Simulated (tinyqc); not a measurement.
Inside a calculation. Model: off-state leakage of single and stacked transistors.

Program tinyqc, `OMP_NUM_THREADS=1 python tinyqc.py 2242026 2242027 out.jsonl`; Intel Xeon 2.30GHz, shared host, one thread, about 0.04 s. Printed values are rounded.

n-channel devices of unit width. Subthreshold current I(Vg, Vs, Vd) = I0 (T/300 K)^0.5 exp[(Vg - Vs - VT(T) - gb (Vs - Vb) + dd (Vd - Vs))/(nf Vt)] (1 - exp(-(Vd - Vs)/Vt)), VT(T) = VT - cT (T - 300 K). Gate-edge tunnelling Ig (Vd/1 V) exp(ag (Vd - 1 V)), for a gate at 0 V, and band-to-band leakage Ab u exp(-Bb/u), u = Vd - Vb + 1 V, flow at a drain held at V; both are taken as independent of T. In a stack of off transistors (all gates at 0 V) the same subthreshold current passes through each.

Values chosen for this exercise; values of the order met in bulk silicon logic transistors:
```
symbol  value       unit                                             meaning
T         300          K                                         temperature
V         0.7          V                                      supply voltage
VT       0.28          V        threshold at 300 K, zero drain and body bias
cT        0.7       mV/K              fall of the threshold with temperature
I0       0.19      uA/um                       current at threshold at 300 K
nf       1.31                                                   slope factor
dd       0.08                                drain-induced lowering per volt
gb       0.13             rise of the threshold per volt of source-body bias
Ig       1e-5      uA/um                 gate-edge tunnelling current at 1 V
ag        4.7        1/V               exponential slope of the gate current
Ab        100  uA/(um V)      prefactor of band-to-band leakage at the drain
Bb         19          V                             its exponential voltage
Vb          0          V                                        body voltage
```

Constants: q = 1.602176634e-19 C, kB = 1.380649e-23 J/K, Vt = kB T/q. Results are converted to the units shown.

## Leakage of one transistor

Vg = Vs = 0, Vd = V; effective threshold VT(T) - gb Vb - dd V.

effective threshold = 0.224 V
parts (nA/um): subthreshold 0.254805, gate edge 0.00170900, band-to-band 2.37996
total = 2.63647 nA/um
shares (%): subthreshold 9.66462, gate edge 0.0648216, band-to-band 90.2706

The band-to-band part is the largest.

## Starting value

Vx = dd V/(1 + gb + 2 dd), the solution for Vx well above Vt, rounded to three decimals.

Vx at the start = 0.043 V

## Iteration 1: new Vx

Stack of two, Vx the node between them: I_low = I(0, 0, Vx), I_up = I(0, Vx, V), f = ln(I_up/I_low), f' = -(1 + gb + 2 dd)/(nf Vt) - 1/(Vt (exp(Vx/Vt) - 1)) - 1/(Vt (exp((V - Vx)/Vt) - 1)), Vx(new) = Vx - f/f'.

I_low = 0.0437455 nA/um
I_up = 0.0548255 nA/um
f = 0.225766
f' = -47.1358 1/V
Vx after iteration 1 = 0.0477897 V

## Iteration 2: new Vx

As before.

I_low = 0.0459929 nA/um
I_up = 0.0462021 nA/um
f = 0.00453820
f' = -45.3203 1/V
Vx after iteration 2 = 0.0478898 V

## Course of the iteration

Stop when the step is below 1e-11 V, or after 40 iterations.

Course of the iteration:
```
iteration  Vx before the step (V)  step (V)
1                           0.043   4.79e-3
2                       0.0477897   1.00e-4
3                       0.0478898   3.67e-8
4                       0.0478899  4.84e-15
```

Converged in 4 iterations. The subthreshold current of the stack is 0.04604 nA/um, 5.53 times less than that of one transistor (the drain leakage is unchanged); the estimate exp[dd V (1 + gb + dd)/((1 + gb + 2 dd) nf Vt)] gives 4.72.
